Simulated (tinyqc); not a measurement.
Photoconductance decay in a wafer: bulk and surface recombination modes, and iron detection by pair splitting: one step, computed by the program tinyqc.

Both faces of the wafer have the same S; injection is low and all coefficients are constant. x runs from -W/2 to W/2.

Task: Decay rates of the even modes. Even modes cos(a x) obey b tan b = S W/(2 D) with b = a W/2, odd modes sin(a x) obey -b cot b = S W/(2 D); each decays at the rate 1/tau_b + D a^2.

Inputs (values chosen for the exercise, modelled on p-type silicon): thickness W = 525 micrometre; diffusivity D = 33.3 cm^2/s; bulk lifetime tau_b without iron = 11 microsecond; surface recombination velocity S = 9.7 cm/s.

Give: the table «The first four even modes: b, surface rate and decay time» with the columns b_n, surface rate D a^2 (1/s), decay time (microsecond), for n = 0, 1, 2, 3.

Result:

The first four even modes: b, surface rate and decay time:
```
n    b_n  surface rate D a^2 (1/s)  decay time (microsecond)
0  0.087                 3.686e+02                     10.96
1  3.144                 4.777e+05                      1.76
2  6.284                 1.909e+06                      0.50
3  9.426                 4.293e+06                      0.23
```
